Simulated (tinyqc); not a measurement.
Changing the width w (mask opening along <110>, or membrane width in the design step): anisotropic wet etching of Si(100): plane rates, V-grooves, membranes and undercut. Computed by tinyqc, a small Python program. Command: `OMP_NUM_THREADS=1 python tinyqc.py 3019176 3019177 out.jsonl wetetch sweep`. One thread of a shared host (Intel(R) Xeon(R) Processor @ 2.30GHz), about 0.01 s of CPU time with the checks.

A long slot opens the mask on a (100) wafer. The floor etches at R100; (111) walls stand at theta = arctan(sqrt2) = 54.7356 degrees to the surface and recede at R111 along their normal.

Inputs (values chosen for the exercise, close to those used for potassium hydroxide solutions):
```
quantity                          value     unit
prefactor k0 of the (100) rate    5e+08   um/min
activation energy of (100), E     0.592       eV
ratio (100)/(111) at 80 C            70        -
extra energy of (111), dE         0.056       eV
ratio (100)/oxide at 80 C           230        -
extra energy of the oxide, dE_ox    0.2       eV
bath temperature T                   70        C
misalignment of the mask            0.5  degrees
etch time t                         4.3      min
```

Constants: k_B = 8.617333262e-05 eV/K.

Method:
- R100 = k0 exp(-E/(k_B T)); a ratio given at 80 C scales as exp[(extra energy/k_B)(1/T - 1/353.15 K)]; R111 and R_ox follow by division.
- Temperatures in kelvin are T(C) + 273.15.
- A misaligned edge exposes ledges and adds R100 sin(misalignment) to the lateral rate (a simple estimate): u = R111/sin(theta) + R100 sin(misalignment). Top width W = w + 2 u t; floor width b = W - 2 z/tan(theta) = W - sqrt2 z. The floor lasts until b = 0, at t_V = w/(sqrt2 R100 - 2u); depth z = R100 t before t_V and W/sqrt2 after.

One run for each value; columns: (1) width w (mask opening along <110>, or membrane width in the design step) (um); (2) depth z (um); (3) floor width b (um); (4) time t_V to close the V (min):
```
(1)      (2)     (3)         (4)
1     0.8626    0.00  7.2600e-01
2.2   1.7111    0.00  1.5972e+00
4.6   3.4082    0.00  3.3396e+00
10    4.3436    4.08  7.2600e+00
22    4.3436   16.08  1.5972e+01
46    4.3436   40.08  3.3396e+01
100   4.3436   94.08  7.2600e+01
220   4.3436  214.08  1.5972e+02
460   4.3436  454.08  3.3396e+02
1000  4.3436  994.08  7.2600e+02
```

Over the rows, depth z (um) rises from 0.863 to 4.34, flat over part of the range; floor width b (um) rises from 0 to 994, flat over part of the range; time t_V to close the V (min) rises from 0.726 to 726 (exponent d ln y / d ln x about 1.0 throughout). At the high end the exponent of depth z is 0.00, close to 0: the floor is still open. The exponent of time t_V to close the V stays at 1: the floor shrinks at a constant rate. Narrow openings close to V-grooves that deepen only by undercut, wide ones share the depth R100 t, so one etch gives many depths.
